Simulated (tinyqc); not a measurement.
Resistance of a source-drain extension with a graded tip: one step of the calculation.

y runs along the channel, the gate covers y > 0. The doping is N0 for y < y0 and N0 10^(-(y - y0)/la) beyond, uniform over the depth xj. Sheet conductance s(y) = q mu(N) max(N - Nch, 0) xj + (for y > 0) ma Cox Vo, with mu(N) = u0 + (u1 - u0)/(1 + (N/Nr)^au) and Cox = eps0 eox/tox. Current is taken as one-dimensional; depletion of the tip, spreading and the contact are left out. The metallurgical junction lies at yj, where N = Nch.

Problem. Sheet resistances and junction position. yj = y0 + la log10(N0/Nch); sheet resistance of the full extension 1/[q mu(N0)(N0 - Nch) xj] and of the gate-induced layer 1/(ma Cox Vo); metallurgical length Lg - 2 yj; ye is where the doped and the gate-induced conductances are equal.

Values chosen for this exercise; mobility law close to that of holes in silicon:

| symbol | value | unit | meaning |
|---|---|---|---|
| eox | 3.9 |  | relative permittivity of the gate insulator (close to silicon dioxide) |
| tox | 1.5 | nm | insulator thickness |
| N0 | 7e19 | cm^-3 | active doping of the extension far from the gate |
| la | 5.8 | nm/decade | lateral abruptness |
| y0 | -0.4 | nm | position under the gate where the fall begins (gate edge at 0) |
| xj | 14 | nm | depth of the extension |
| Nch | 1.1e18 | cm^-3 | channel doping |
| Vo | 0.62 | V | gate overdrive |
| ma | 72 | cm^2/(V s) | mobility of the gate-induced layer |
| u1 | 470.5 | cm^2/(V s) | mobility at low doping |
| u0 | 44.9 | cm^2/(V s) | mobility at high doping |
| Nr | 2.23e17 | cm^-3 | reference doping |
| au | 0.719 |  | exponent |
| Lg | 40 | nm | gate length |

Constants: q = 1.602176634e-19 C, eps0 = 8.8541878128e-14 F/cm where lengths are in cm. Results are converted to the units shown.

Wanted: yj; sheet resistance of the extension; sheet resistance of the induced layer; metallurgical length; ye; N at ye.

Solution.

yj = 10.061 nm
sheet resistance of the extension = 1253.7 ohm/square
sheet resistance of the induced layer = 9730.9 ohm/square
metallurgical length = 19.877 nm
ye = 5.4070 nm
N at ye = 6.9807e18 cm^-3

The gate takes over 4.65 nm before the junction, where N is still 6.35 times the channel doping.

Program tinyqc, `OMP_NUM_THREADS=1 python tinyqc.py 2282001 2282002 out.jsonl`; Intel Xeon 2.30GHz, shared host, one thread, about 0.03 s.
